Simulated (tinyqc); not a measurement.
All approximations against the coupling: Froehlich polaron in a polar crystal. Computed by tinyqc, a small Python program. Command: `OMP_NUM_THREADS=1 python tinyqc.py 3013317 3013318 out.jsonl frohlich walk`. One thread of a shared host (Intel(R) Xeon(R) Processor @ 2.30GHz), about 0.04 s of CPU time with the checks.

One electron in a parabolic band of mass m*, coupled to dispersionless LO phonons in the continuum model. Energies are in units of hbar omega unless marked, wave numbers in k_0 = sqrt(2 m* omega/hbar).

Inputs (values chosen for the exercise, modelled on gallium oxide):

| quantity | value | unit |
|---|---|---|
| band mass m* | 0.302 | m_0 |
| LO phonon energy hbar omega | 44.7 | meV |
| eps_inf | 3.51 | - |
| static dielectric constant eps_s | 10 | - |
| electron wave number k/k_0 | 0.86 | - |

Constants: hbar^2/(2 m_0) = 3.80998212 eV angstrom^2; e^2/(4 pi eps_0) = 14.39964548 eV angstrom.

Method:
- 1/eps* = 1/eps_inf - 1/eps_s; k_0 = sqrt(2 m* omega/hbar) = sqrt(m* hbar omega / (hbar^2/(2 m_0))) with m* in m_0; alpha = (e^2/(4 pi eps_0)) k_0/(2 eps* hbar omega); polaron length 1/k_0.
- Feynman's bound: E(v, w) = 3 (v - w)^2/(4 v) - (alpha v/sqrt(pi)) int_0^infinity e^-u D(u)^(-1/2) du, D = w^2 u + ((v^2 - w^2)/v)(1 - e^(-v u)); integrals by 80 Gauss-Legendre points in s from 0 to 1 with u = 40 s^2.
- Minimise over v > w > 0 (simplex search); mass m_p/m* = 1 + (alpha v^3/(3 sqrt(pi))) int u^2 e^-u D^(-3/2) du.
- Other columns: second order -alpha; Landau-Pekar Gaussian -alpha^2/(3 pi); Lee-Low-Pines mass 1 + alpha/6. The polaron energy in meV uses the given hbar omega.

coupling constant alpha = 1.77275

Energies (hbar omega) and masses (m*):

| alpha | second order | Gaussian | Feynman | Feynman (meV) | mass, LLP | mass, Feynman | v | w |
|---|---|---|---|---|---|---|---|---|
| 0.44 | -0.44 | -0.020542 | -0.44245 | -19.777 | 1.0733 | 1.078 | 3.05 | 2.94 |
| 0.89 | -0.89 | -0.084044 | -0.90026 | -40.242 | 1.1483 | 1.171 | 3.1 | 2.89 |
| 1.8 | -1.8 | -0.34377 | -1.8443 | -82.439 | 1.3 | 1.408 | 3.22 | 2.76 |
| 2.8 | -2.8 | -0.83185 | -2.9145 | -130.28 | 1.4667 | 1.79 | 3.38 | 2.6 |
| 3.9 | -3.9 | -1.6138 | -4.1418 | -185.14 | 1.65 | 2.491 | 3.64 | 2.39 |
| 6.9 | -6.9 | -5.0516 | -7.9651 | -356.04 | 2.15 | 13.29 | 5.67 | 1.63 |
| 9.9 | -9.9 | -10.399 | -13.280 | -593.63 | 2.65 | 106 | 12.2 | 1.22 |
| 13 | -13 | -17.931 | -20.791 | -929.34 | 3.1667 | 412.8 | 22.2 | 1.11 |

What does the comparison show, and why?

All three energies are upper bounds (-alpha through the Lee-Low-Pines state), and the Feynman value is the lowest in every row. It lies within 5 % of -alpha up to alpha = 2.8; at alpha = 13 it is 1.16 times the Gaussian value, whose alpha^2 law it approaches with a constant shift of about -3 ln 2 - 3/4 = -2.83 (here -2.86). The mass stays within 10 % of 1 + alpha/6 up to alpha = 1.8 and reaches 413 m* in the last row; w falls from 2.94 towards 1 while v grows to 22.2.

Extremes, crossings and ranges named in words are read from the listed rows.
